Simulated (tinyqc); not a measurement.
# Worked calculation: MOSFET in saturation, small-signal circuit and noise

Numbers from tinyqc (`OMP_NUM_THREADS=1 python tinyqc.py 2150068 2150069 out.jsonl`; about 0.01 s on one thread of a shared Intel Xeon 2.30GHz). Printed values are rounded.

Bias by the inversion coefficient IC = I/Ispec (charge-based model with velocity saturation; weak inversion below 0.1, strong above 10). Common-source circuit: gm, gds, Cgs, Cgd and Cj at the inner nodes, Rg in series with the gate; quasi-static, no source or drain resistance, no gate-body capacitance, no substrate network, no induced gate noise, so fmax is an upper estimate.

Inputs (values chosen for the exercise): temperature T = 325 K; gate length L = 180 nm; total gate width W = 20 um; gate capacitance Cox = 1.15 uF/cm^2; mobility mu = 140 cm^2/(V s); slope factor n = 1.26; velocity-saturation length Ls = 10 nm; ratio gds/gm sg = 0.013; overlap and fringe capacitance per side Cov = 0.22 fF/um; drain junction capacitance Cj = 0.39 fF/um; sheet resistance of the gate Rsh = 10 ohm; finger width Wf = 2 um; gate contact and vertical resistance Rc = 50 ohm um; inversion coefficient IC = 0.073; short-channel excess of the noise factor gw = 0.12; oxide trap density Nt = 6.9e16 cm^-3 eV^-1; tunnelling length into the oxide lt = 0.1 nm; Coulomb scattering coefficient ac = 10000 V s/C; signal frequency f = 0.2 GHz.

Constants: q = 1.602176634e-19 C, kB = 1.380649e-23 J/K, Vt = kB T/q. Results are converted to the units shown.

Range of the model: fmax exceeds 4 fT, where channel resistance and substrate losses, left out here, would cap it.

## Current, transconductance and gain

Ispec = 2 n mu Cox (W/L) Vt^2, lc = Ls/L, gms = [sqrt((lc IC + 1)^2 + 4 IC) - 1]/[2 + lc (lc IC + 1)], gm = gms Ispec/(n Vt), gds = sg gm.

Ispec = 35.3587 uA
I = 2.58119 uA
gms = 0.0682132
gm = 0.0683499 mS
gds = 8.88549e-4 mS
gm/I = 26.4800 1/V

gm/I is 93.4 % of its weak-inversion limit 1/(n Vt); without velocity saturation (lc = 0) gms would be 0.0683.

## Capacitances, gate resistance and cut-off frequencies

qs = [sqrt(1 + 4 IC) - 1]/2, Cgs = Cox W L qs (2 qs + 3)/(3 (qs + 1)^2) + Cov W, Cgd = Cov W, Cd = Cj W, Rg = Rsh (Wf/L)/(12 Nf) + Rc/W with Nf = W/Wf fingers (not rounded) contacted at both ends. fT = gm/(2 pi (Cgs + Cgd)), fmax = fT/(2 sqrt(Rg (gds + 2 pi fT Cgd))).

Cgs = 6.99151 fF
Cgd = 4.4 fF
Cd = 7.8 fF
Rg = 3.42593 ohm
fT = 0.954942 GHz
fmax = 49.3816 GHz

Overlap and fringe make up 77.3 % of the gate capacitance; fmax is 51.7 times fT.

## Admittance matrix

Inner admittances at w = 2 pi f: y11 = i w (Cgs + Cgd), y12 = -i w Cgd, y21 = gm - i w Cgd, y22 = gds + i w (Cgd + Cd). Invert to Z, add Rg to Z11 and invert back to Y.

inner y (mS):
```
                      1                     2
1  0.0000000+0.0143150i  0.0000000-0.0055292i
2  0.0683499-0.0055292i  0.0008885+0.0153310i
```

Y with Rg (mS):
```
                      1                      2
1  0.0000007+0.0143150i  -0.0000003-0.0055292i
2  0.0683496-0.0055326i   0.0008887+0.0153323i
```

## Current gain and unilateral power gain

|h21| = |Y21/Y11|; U = |Y21 - Y12|^2/(4 [Re Y11 Re Y22 - Re Y12 Re Y21]). Extrapolated at 20 dB a decade: f |h21| and f sqrt(U).

|h21| = 4.79031
U = 60963.5
f |h21| = 0.958061 GHz
f sqrt(U) = 49.3816 GHz

f |h21| is 0.33 % above the formula for fT, and f sqrt(U) within 0.01 % of that for fmax.

## Noise at the gate

Channel noise Sid = 4 kB T gam n gm with gam = (1/2 + (2/3) qs)/(1 + qs) + gw lc IC, qs = [sqrt(1 + 4 IC) - 1]/2, lc = Ls/L (the last term an empirical rise with velocity saturation); at the gate, white noise Sw = Sid/gm^2 + 4 kB T Rg. Number fluctuation with correlated mobility: S(f) = K/f, K = q^2 Vt lt Nt/(W L Cox^2) (1 + ac mu Cox I/gm)^2, Vt in eV with Nt per eV. Corner fc = K/Sw. Full shot noise would be 2 q I.

gam = 0.511147
Sid = 7.90098e-25 A^2/Hz
Sid/(2 q I) = 0.955259
sqrt(Sw) = 13.0071 nV/Hz^0.5
K = 1.17245e-11 V^2
fc = 0.0692999 MHz

The gate resistance gives 0.036 % of the white noise power. In weak inversion gm = I/(n Vt), so with gam = 1/2 the thermal formula equals shot noise.
